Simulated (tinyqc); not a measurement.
Strain: hole subbands of a hard-walled well, four-band Luttinger model.

Hole energies are counted downwards from the unstrained band edge, c = hbar^2/2m0. After the usual block transformation one block is H = [[P + Q - Zs, R - i S], [R + i S, P - Q + Zs]] in (heavy, light), with P +/- Q = c [(g1 +/- g2) k^2 + (g1 -/+ 2 g2) kz^2], R = sqrt(3) c gR k^2, S = 2 sqrt(3) c g3 k kz, kz = -i d/dz; axial approximation gR = (g2 + g3)/2. Zs = b (e_par - e_perp) is the shear part of the strain (the hydrostatic part shifts all levels alike and is left out). Basis sqrt(2/L) sin(n pi z/L), n = 1 to N, for each component: kz^2 gives (n pi/L)^2 and the heavy-light block is R delta_nm - 2 sqrt(3) c g3 k D_nm with D_nm = 4 n m/(L (n^2 - m^2)) for n + m odd, 0 otherwise. The other block has the same levels. The split-off band is left out.

Constants: hbar^2/2m0 = 3.80998211 eV angstrom^2.

Parameters, chosen for this exercise (near those of GaSb; shifted at random, so the results belong to these values and not to a real crystal):

| symbol | value | unit | meaning |
|---|---|---|---|
| g1 | 13.47 |  | Luttinger gamma1 |
| g2 | 4.7 |  | gamma2 |
| g3 | 6.04 |  | gamma3 |
| L | 125 | angstrom | well width along [001] |
| Zlist | (-0.0578, -0.0288, -0.0187, -0.0085, 0, 0.0186, 0.0299) | eV | shear strain energies (negative: tension in the plane, for b < 0) |

N = 20. dE is the rise of the top subband from k = 0 to k1 = pi/(4L), m1 = c k1^2/dE (dash if dE is not positive), and the heavy weight is taken at k = pi/L.

Top subband:

| Zs (eV) | HH1 (meV) | LH1 (meV) | dE (meV) | heavy weight | m1 (m0) |
|---|---|---|---|---|---|
| -0.0578 | 67.6 | -2.8 | 0.059 | 0.130 | 2.539 |
| -0.0288 | 38.6 | 26.2 | -1.468 | 0.278 | - |
| -0.0187 | 28.5 | 36.3 | 1.518 | 0.367 | 0.099 |
| -0.0085 | 18.3 | 46.5 | 2.020 | 0.478 | 0.074 |
| 0.0000 | 9.8 | 55.0 | 2.104 | 0.579 | 0.071 |
| 0.0186 | -8.8 | 73.6 | 2.212 | 0.780 | 0.068 |
| 0.0299 | -20.1 | 84.9 | 2.258 | 0.859 | 0.067 |

HH1 and LH1 cross at Zs = -2 c g2 (pi/L)^2 = -0.0226 eV; for more negative Zs the light hole is on top. Among the rows with HH1 on top, m1 goes from 0.099 to 0.067 m0 as the splitting widens from 8 to 105 meV, against the unmixed 1/(g1 + g2) = 0.055: compression lightens the holes here. A dash marks a top subband whose hole energy at k1 lies below that at k = 0: an electron-like (negative) mass. m1 describes the neighbourhood of k = 0 only; where HH1 and LH1 lie close, the band may peak further out.

Run: tinyqc, `OMP_NUM_THREADS=1 python tinyqc.py 1250543 1250544 out.jsonl`; Intel(R) Xeon(R) Processor @ 2.30GHz, one thread, shared host; about 0.07 s of CPU time with all checks.
